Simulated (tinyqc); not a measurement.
Hole mobility in a silicon inversion layer, empirical terms and Matthiessen rule: two steps of the calculation.

Inversion layer of sheet density Ns on a uniformly doped body. The mobility terms are empirical power laws with prefactors chosen for the exercise; adding their inverses (Matthiessen) is itself an approximation.

Inputs (values chosen for the exercise); material values close to those of silicon: temperature T = 300 K; band gap Eg = 1.11 eV; relative permittivity of the semiconductor eps_r = 11.5; conduction-band density of states at T Nc = 2.75e19 cm^-3; valence-band density of states at T Nv = 2.61e19 cm^-3; body doping Nb = 2.8e18 cm^-3; reverse body bias Vsb = 0 V; weight of the inversion charge in the effective field eta = 0.3333; phonon-limited mobility at 1 MV/cm and 300 K Ap = 119 cm^2/(V s); roughness-limited mobility at 1 MV/cm As = 375 cm^2/(V s); exponent of the roughness term gs = 1; Coulomb prefactor Ac = 1300 cm^2/(V s); charge at the interface Nit = 8.2e10 cm^-2; inversion density Ns = 2.2e12 cm^-2.

Constants: q = 1.602176634e-19 C, kB = 1.380649e-23 J/K, Vt = kB T/q, eps0 = 8.8541878128e-14 F/cm where lengths are in cm. Results are converted to the units shown.

Task 1. Depletion charge and effective field. ni = sqrt(Nc Nv) exp(-Eg/(2 Vt)), Eg in volts; Ndep = sqrt(2 eps0 eps_r Nb (2 Vt ln(Nb/ni) + Vsb)/q); E = q (Ndep + eta Ns)/(eps0 eps_r), in MV/cm.

Give: ni; Ndep; E.

Result 1.

ni = 1.272e10 cm^-3
Ndep = 5.945e12 cm^-2
E = 1.051 MV/cm

The depletion charge gives 89.0 % of the field.

Task 2. Mobility terms and their sum. With t = T/(300 K): muC = Ac (Ns/1e12 cm^-2) t/(Nb/1e17 cm^-3 + Nit/1e11 cm^-2), muP = Ap E^(-1/3) t^(-1.75), muS = As E^(-gs); 1/mu is the sum of the inverses.

E = 1.0508927 MV/cm

Give: terms; mu; shares of 1/mu.

Result 2.

terms (cm^2/(V s)): Coulomb 99.237, phonon 117.05, roughness 356.84
mu = 46.679 cm^2/(V s)
shares of 1/mu (%): Coulomb 47.038, phonon 39.881, roughness 13.081

The Coulomb term limits most.

Computed by the program tinyqc: `OMP_NUM_THREADS=1 python tinyqc.py 2510092 2510093 out.jsonl`, one thread of a shared Intel Xeon 2.30GHz, about 0.01 s for the whole run.
